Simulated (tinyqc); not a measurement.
Localisation in a chain with random site energies (transfer matrices): sweeps and comparisons. A value that a table varies takes the place of the one given here.

Hopping -t; leads with site energy 0, E = -2t cos(ka). psi_(j+1) = ((e_j - E)/t) psi_j - psi_(j-1), a product of matrices M_j = [[(e_j - E)/t, -1], [1, 0]]. For M = M_N ... M_1 the transmission is T = 4 sin^2(ka)/|M21 - M12 + M22 exp(ika) - M11 exp(-ika)|^2. Long samples draw e_j = W (x_j/2147483647 - 1/2) from x_j = 16807 x_(j-1) mod 2147483647, starting at x0. The localisation length xi, in sites, is defined by ln T = -2N/xi on average; weak disorder gives xi = 24 (4t^2 - E^2)/W^2, and the mean free path for backscattering is xi/2.

Numerical xi = N/ln sqrt(psi_(N+1)^2 + psi_N^2) for N = 20000 sites from psi_1 = 1, psi_0 = 0; its statistical error is about xi sqrt(xi/N).

Parameters, chosen for this exercise:
```
symbol  value  unit  meaning
t       1.78   eV    hopping
E       -0.65  eV    energy
x0      5300         start of the number sequence
W       3.95   eV    full width of the disorder
```

## Localisation length against disorder

The same number sequence scaled by W.

xi (sites):
```
W/t   W (eV)  numerical  error  weak disorder  strong: 1/(ln(W/2t) - 1)
1.0    1.780     87.198  5.758         92.800                         -
1.5    2.670     41.507  1.891         41.244                         -
2.0    3.560     23.220  0.791         23.200                         -
3.0    5.340     11.026  0.259         10.311                         -
4.0    7.120      5.941  0.102          5.800                         -
6.0   10.680      2.853  0.034          2.578                         -
10.0  17.800      1.412  0.012          0.928                     1.641
16.0  28.480      0.893  0.006          0.362                     0.926
```

At W = t the numerical value is 87.2 +/- 5.8 against 92.8, and at 2t 23.22 +/- 0.79 against 23.20. The weak-disorder formula is within 15 % for W/t = 1, 1.5, 2, 3, 4 and 6; at W = 16t it gives 0.36 and the strong-disorder form 0.93, against 0.89. All states of the chain are localised; disorder only sets the length.

## From ballistic to localised

200 samples of each length, cut one after another from the start of the sequence. Typical T = exp(mean ln T). Ohmic: 1/(1 + 2N/xi); localised: exp(-2N/xi), both with the weak-disorder xi.

Transmission:
```
N   mean T  typical T  spread of ln T  ohmic  localised
2    0.831      0.817           0.193  0.825      0.809
5    0.661      0.598           0.504  0.653      0.588
10   0.469      0.369           0.817  0.485      0.346
20   0.259      0.136           1.343  0.320      0.120
40   0.104     0.0163           2.323  0.191     0.0143
80  0.0215   0.000237           3.742  0.105   0.000205
```

With xi = 18.8 sites, mean and typical T are 0.661 and 0.598 at N = 5, and 0.0215 and 0.000237 at N = 80, where ln T scatters by 3.7. The slope of ln(typical T) between 40 and 80 sites gives xi = 18.9, uncertain by about 7 % from the scatter of 200 samples. At N = 80 the ohmic law gives 445 times the typical value: a single channel has no ohmic range beyond a mean free path, and the mean is carried by rare resonant samples.

## What each parameter does

Numerical and weak-disorder xi. Each row changes one parameter from the base and keeps the others.

Results:
```
case          numerical xi (sites)  weak-disorder xi (sites)
base                         19.36                     18.84
t = 2.047 eV                 25.82                     25.13
E = -0.45 eV                 20.26                     19.18
W = 4.74 eV                  13.73                     13.09
x0 = 5301                    20.56                     18.84
```

The largest shifts from the base row, up to three for each result and ties (the steps differ in size, so this ranks the rows, not the parameters). numerical xi (sites): t +6.46, W -5.62, x0 +1.21. weak-disorder xi (sites): t +6.29, W -5.76, E +0.34; unchanged at the printed digits by x0. A new x0 is another sample of the same disorder; its shift is one draw of the statistical scatter, about xi sqrt(xi/N); the other rows share one sample, so their errors are correlated.

Run: tinyqc, `OMP_NUM_THREADS=1 python tinyqc.py 1480879 1480880 out.jsonl`; Intel(R) Xeon(R) Processor @ 2.30GHz, one thread, shared host; about 0.07 s of CPU time with all checks.
